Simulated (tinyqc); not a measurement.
Floating body of a partially depleted SOI transistor: body voltage and kink: two steps of the calculation.

Source at 0 V. Channel current Ic = 2 nf K Vt^2 [F(0) - F(Vd)](1 + la Vd), F(V) = ln^2(1 + exp((Vg - VT - nf V)/(2 nf Vt))), VT = VT0 - gb Vb. Saturation voltage Vs = 2 Vt sqrt(F(0)) + 3 Vt, excess Ve = (Vd - Vs + sqrt((Vd - Vs)^2 + 0.0004 V^2))/2, multiplication M1 = Ai Ve exp(-Bl/Ve). Each junction passes D(v) = J1 (exp(v/Vt) - 1) + J2 (exp(v/(2 Vt)) - 1). Bipolar current Ib = bb J1 (exp(Vb/Vt) - 1). The body settles where M1 (Ic + Ib) = D(Vb) + D(Vb - Vd) + Vb/Rb; drain current Id = (1 + M1)(Ic + Ib) - D(Vb - Vd).

Inputs (values chosen for the exercise); values of the order met in partially depleted silicon-on-insulator transistors: temperature T = 330 K; threshold at zero body voltage VT0 = 0.45 V; fall of the threshold per volt of body voltage gb = 0.22; slope factor nf = 1.44; gain factor per width K = 310 uA/(V^2 um); channel-length modulation factor la = 0.09 1/V; impact-ionisation prefactor Ai = 3.43 1/V; impact-ionisation voltage Bl = 4.9 V; diffusion saturation current of each junction J1 = 6.1e-11 uA/um; recombination saturation current of each junction J2 = 1.8e-7 uA/um; gain of the lateral bipolar transistor on the diffusion current bb = 0.5; resistance of a weak body tie to the source (1e9 stands for no tie, and the term is then dropped) Rb = 1e9 kohm um; gate voltage Vg = 0.67 V; drain voltage Vd = 2.4 V.

Constants: q = 1.602176634e-19 C, kB = 1.380649e-23 J/K, Vt = kB T/q. Results are converted to the units shown.

Task 1. New Vb. Current into the body I_in = M1 (Ic + Ib) - D(Vb - Vd), current out I_out = D(Vb) + Vb/Rb; f = ln(I_in/I_out), s = df/dVb by central differences over 1e-5 V, Vb(new) = Vb - f/s.

Vb after iteration 1 = 0.69606611 V

Find: Ic; Ve; M1; I_in; I_out; f; s; Vb after iteration 2.

Result 1.

Ic = 18.307 uA/um
Ve = 2.0550 V
M1 = 0.64950
I_in = 12.736 uA/um
I_out = 2.6415 uA/um
f = 1.5731
s = -31.745 1/V
Vb after iteration 2 = 0.74562 V

Task 2. Drain current with floating and with grounded body. Id and VT at the converged Vb, Id at Vb = 0, their ratio, and the bipolar share Ib/(Ic + Ib).

converged Vb = 0.75141589 V

Find: VT; Id, floating; Id, grounded; ratio; bipolar share.

Result 2.

VT = 0.2847 V
Id, floating = 46.96 uA/um
Id, grounded = 11.73 uA/um
ratio = 4.003
bipolar share = 31.86 %

The body rises to 0.751 V and lowers the threshold by 165 mV.

Range of the model: The multiplication law is an empirical form chosen for the exercise; self-heating and capacitive coupling to the body are left out, and the linear laws are rough once Vb passes about 0.7 V or M1 about 0.1.

Computed by the program tinyqc: `OMP_NUM_THREADS=1 python tinyqc.py 2182021 2182022 out.jsonl`, one thread of a shared Intel Xeon 2.30GHz, about 0.2 s for the whole run.
